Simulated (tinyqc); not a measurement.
From results back to parameters: armchair graphene nanoribbon in tight binding. Four cases, with inputs chosen for the exercise.

Problem. For an armchair ribbon without edge correction the gap is 2t times the smallest |1 + 2 cos(p pi/(N + 1))|, p = 1 to N. The gap below belongs to a hidden N between 3 and 40.

Find: N; family.

Case 1.

Values chosen (out of a larger set: near those used for graphene; not measured data): t = 2.74 eV (hopping).

gap = 0.51455 eV

Solution.

N = 18

family: 3p

Near c = -1/2 the gap is about 2 pi t/(sqrt3 (N + 1)), which gives N + 1 = 19.3; the exact formula gives 0.00000, 0.51455 and 0.50426 eV for N = 17, 18 and 19.

Case 2.

Values chosen (out of a larger set: near those used for graphene; not measured data): t = 2.99 eV (hopping).

gap = 0.37784 eV

Solution.

N = 28

family: 3p+1

Near c = -1/2 the gap is about 2 pi t/(sqrt3 (N + 1)), which gives N + 1 = 28.7; the exact formula gives 0.38310, 0.37784 and 0.00000 eV for N = 27, 28 and 29.

Case 3.

Values chosen (out of a larger set: near those used for graphene; not measured data): t = 2.66 eV (hopping).

gap = 0.43242 eV

Solution.

N = 21

family: 3p

Near c = -1/2 the gap is about 2 pi t/(sqrt3 (N + 1)), which gives N + 1 = 22.3; the exact formula gives 0.00000, 0.43242 and 0.42491 eV for N = 20, 21 and 22.

Case 4.

Values chosen (out of a larger set: near those used for graphene; not measured data): t = 2.65 eV (hopping).

gap = 0.58904 eV

Solution.

N = 15

family: 3p

Near c = -1/2 the gap is about 2 pi t/(sqrt3 (N + 1)), which gives N + 1 = 16.3; the exact formula gives 0.00000, 0.58904 and 0.57517 eV for N = 14, 15 and 16.

Computed by tinyqc, one run a case: `OMP_NUM_THREADS=1 python tinyqc.py N N+1 out.jsonl` with N = 1451092, 1451159, 1451173, 1451176; one thread of a shared Intel(R) Xeon(R) Processor @ 2.30GHz, about 0.03 s a run at most.
